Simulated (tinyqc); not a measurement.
# Avalanche multiplication and breakdown of a junction from ionisation integrals, step by step

A worked calculation. Computed by tinyqc, a small Python program that keeps every step. Command: `OMP_NUM_THREADS=1 python tinyqc.py 3011449 3011450 out.jsonl impact walk`. One thread of a shared host (Intel(R) Xeon(R) Processor @ 2.30GHz), about 0.01 s of CPU time with the checks. Intermediate numbers are printed to about 6 digits and carried at full precision; extremes and crossings named in words are read from the listed rows.

Ionisation coefficients follow the local field. Position x runs through the depletion layer from the p side (x = 0), where electrons enter, to the n side (x = w), where holes enter. The built-in voltage is neglected.

Inputs (values chosen for the exercise, modelled on germanium):

| quantity | value | unit |
|---|---|---|
| electron prefactor a_n | 1.44e+07 | 1/cm |
| electron field b_n | 1.56e+06 | V/cm |
| hole prefactor a_p | 9.43e+06 | 1/cm |
| hole field b_p | 1.27e+06 | V/cm |
| exponent c | 1 | - |
| permittivity eps | 16 | - |
| layer width W | 0.47 | micrometre |
| bias as a fraction of the breakdown voltage | 0.69 | - |

Junction: p-i-n with uniform field.

Constants: e = 1.602176634e-19 C; eps_0 = 8.8541878128e-12 F/m.

## Breakdown

alpha_n = a_n exp(-(b_n/F)^c), alpha_p = a_p exp(-(b_p/F)^c). Uniform field F = F_m, w = W, V = F_m W. With Phi(x) = int_0^x (alpha_n - alpha_p) dx': 1 - 1/M_n = I_n = int_0^w alpha_n exp(-Phi) dx and M_p = M_n exp(-Phi(w)); trapezoid rule on 401 even points; breakdown at I_n = 1. Solve I_n(F_m) = 1.

critical field F_m = 0.223276 MV/cm

width at breakdown = 0.47 micrometre

breakdown voltage = 10.4940 V

## Coefficients at the critical field

The formulas are those given above.

alpha_n = 13304.7 1/cm

alpha_p = 31932.5 1/cm

ratio k = alpha_p/alpha_n = 2.40010

shorter ionisation length = 0.313160 micrometre

Holes ionise more readily at the peak field. For a uniform field the condition reads (alpha_n - alpha_p) W = ln(alpha_n/alpha_p): -0.8755 against -0.8755.

## Field and integrand below breakdown

Bias V = fraction times the breakdown voltage.

peak field = 0.154060 MV/cm

Every 50th point:

| x (micrometre) | F (MV/cm) | alpha_n (1/cm) | alpha_p (1/cm) | Phi | I_n up to x |
|---|---|---|---|---|---|
| 0.00000 | 0.154060 | 576.425 | 2479.69 | 0.0000000 | 0.0000000 |
| 0.05875 | 0.154060 | 576.425 | 2479.69 | -0.0111817 | 0.0034055 |
| 0.11750 | 0.154060 | 576.425 | 2479.69 | -0.0223634 | 0.0068493 |
| 0.17625 | 0.154060 | 576.425 | 2479.69 | -0.0335451 | 0.0103318 |
| 0.23500 | 0.154060 | 576.425 | 2479.69 | -0.0447268 | 0.0138535 |
| 0.29375 | 0.154060 | 576.425 | 2479.69 | -0.0559085 | 0.0174148 |
| 0.35250 | 0.154060 | 576.425 | 2479.69 | -0.0670902 | 0.0210161 |
| 0.41125 | 0.154060 | 576.425 | 2479.69 | -0.0782719 | 0.0246579 |
| 0.47000 | 0.154060 | 576.425 | 2479.69 | -0.0894536 | 0.0283407 |

## Multiplication and noise

M_n = 1/(1 - I_n), M_p = M_n exp(-Phi(w)); McIntyre excess noise for the carrier with the larger M, F_x = k M + (1 - k)(2 - 1/M), with k = (smaller M - 1)/(larger M - 1).

M_n = 1.02917

M_p = 1.12547

effective k = 0.232458

excess noise factor = 1.11474

Injecting holes gives the larger gain and, at equal gain, the lower noise.

## Gain against bias and Miller's formula

Miller's exponent n is defined by 1 - 1/M = (V/V_B)^n for the larger M.

Gain:

| V/V_B | V (V) | F_m (MV/cm) | M_n | M_p | Miller exponent n |
|---|---|---|---|---|---|
| 0.50 | 5.2470 | 0.111638 | 1.0006 | 1.0051 | 7.62358 |
| 0.60 | 6.2964 | 0.133966 | 1.0061 | 1.0345 | 6.65574 |
| 0.70 | 7.3458 | 0.156293 | 1.0340 | 1.1426 | 5.83499 |
| 0.80 | 8.3952 | 0.178621 | 1.1416 | 1.4703 | 5.10808 |
| 0.90 | 9.4446 | 0.200948 | 1.6008 | 2.6659 | 4.46260 |
| 0.95 | 9.9693 | 0.212112 | 2.6307 | 5.1908 | 4.17199 |
| 0.98 | 10.2841 | 0.218811 | 5.8101 | 12.8547 | 4.00862 |
| 0.99 | 10.3890 | 0.221043 | 11.1384 | 25.6545 | 3.95604 |

The larger gain passes 2 between 0.800 and 0.900 of V_B and reaches 25.7 at 0.99. Miller's exponent runs from 4.0 to 7.6, so it is not a constant: a fit holds over a narrow range only. From the first row to the last the voltage grows by a factor 1.98 and the peak field by 1.98.

Checks made by the program: the hole form of the condition, int alpha_p exp(Phi(w) - Phi) dx = 1 (relative difference 2e-07).
